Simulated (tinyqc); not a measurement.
Current of a Schottky diode by thermionic-emission-diffusion theory, and its read-back from I-V-T and C-V data. From image lowering back to doping N. Computed by tinyqc, a small Python program. Command: `OMP_NUM_THREADS=1 python tinyqc.py 3029922 3029923 out.jsonl schottky inv`. One thread of a shared host (Intel(R) Xeon(R) Processor @ 2.30GHz), about 0.01 s of CPU time with the checks.

Full ionisation, no tunnelling, no recombination current. V is the voltage across the junction itself, forward positive.

Inputs (values chosen for the exercise, modelled on n-type GaAs):
```
quantity                                     value          unit
Richardson constant A*                           8  A/(cm^2 K^2)
effective density of states at 300 K, N_c  4.8e+17        1/cm^3
permittivity eps                              12.9             -
mobility mu                                   6400    cm^2/(V s)
barrier without image force phi_0 (mean)     0.773            eV
junction voltage V                            0.29             V
temperature T                                  300             K
standard deviation sigma                        71           meV
relative change of sigma^2 with bias, rho     0.43           1/V
```

Barrier: Gaussian spread of heights.

Constants: k_B = 8.617333262e-05 eV/K; e = 1.602176634e-19 C; eps_0 = 8.8541878128e-12 F/m.

Method. N_c(T) = N_c (T/300 K)^(3/2); V_bi = phi_0 - (k_B T/e) ln(N_c(T)/N); surface field F = sqrt(2 e N (V_bi - V - k_B T/e)/(eps eps_0)); image lowering d_phi = sqrt(e F/(4 pi eps eps_0)); effective barrier phi = phi_0 - d_phi - sigma^2 (1 - rho V)/(2 k_B T).

Task: A run gave the result below. Find the doping N, known to lie between 5.7e+15 and 8.6e+15 1/cm^3.

image lowering = 17.27166 meV

Result:

Each step takes the trial c = (a f_b - b f_a)/(f_b - f_a), f being the result less the target and a, b, c the logarithms of the listed values; c replaces end b, the old b replaces a if the sign of f changed, and otherwise f_a is halved.

Scan of the range:
```
doping N (1/cm^3)  image lowering (meV)
5.70e+15                        16.1632
6.10e+15                        16.4606
6.54e+15                        16.7716
7.00e+15                        17.0806
7.50e+15                        17.4000
8.03e+15                        17.7219
8.60e+15                        18.0510
```

False position (Illinois rule, in the logarithm of the input) inside the bracket:
```
step        end a        end b        trial  image lowering (meV)
1     7.00000e+15  7.50000e+15  7.29490e+15               17.2710
2     7.50000e+15  7.29490e+15  7.29600e+15               17.2717
3     7.50000e+15  7.29600e+15  7.29600e+15               17.2717
4     7.29600e+15  7.29600e+15  7.29600e+15               17.2717
```

Image lowering rises at every point of a 13-point scan of the range (every second point is shown), so one value fits; it is bracketed by 7.00e15 and 7.50e15. Answer: doping N = 7.296e15 1/cm^3.
